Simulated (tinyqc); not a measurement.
# Doping from two capacitances

Inverse problem. An abrupt p-n junction obeys 1/C^2 = 2 (Vbi - V)/(q eps0 eps_r Ne), Ne = Na Nd/(Na + Nd), Vbi = Vt ln(Na Nd/ni^2), V the bias of the p side. Na is known to be the larger doping. Find Ne, Vbi, Na and Nd.

Values chosen for this exercise: temperature T = 300 K; relative permittivity eps_r = 11.7.

Constants: q = 1.602176634e-19 C, kB = 1.380649e-23 J/K, Vt = kB T/q, eps0 = 8.8541878128e-14 F/cm where lengths are in cm. Results are converted to the units shown.

C at V = -0.3 and -6.8 V (nF/cm^2): [91.641813, 36.025269]
ni = 1.5830938e10 cm^-3

Answer. The slope of 1/C^2 against -V gives Ne and its intercept Vbi. Then Na Nd = ni^2 exp(Vbi/Vt) and Na + Nd = Na Nd/Ne, so both are roots of one quadratic.

Ne = 1.202e17 cm^-3
Vbi = 0.8881 V
Na = 1.600e18 cm^-3
Nd = 1.300e17 cm^-3

Computed by the program tinyqc: `OMP_NUM_THREADS=1 python tinyqc.py 2000074 2000075 out.jsonl`, one thread of a shared Intel Xeon 2.30GHz, about 0.01 s for the whole run.
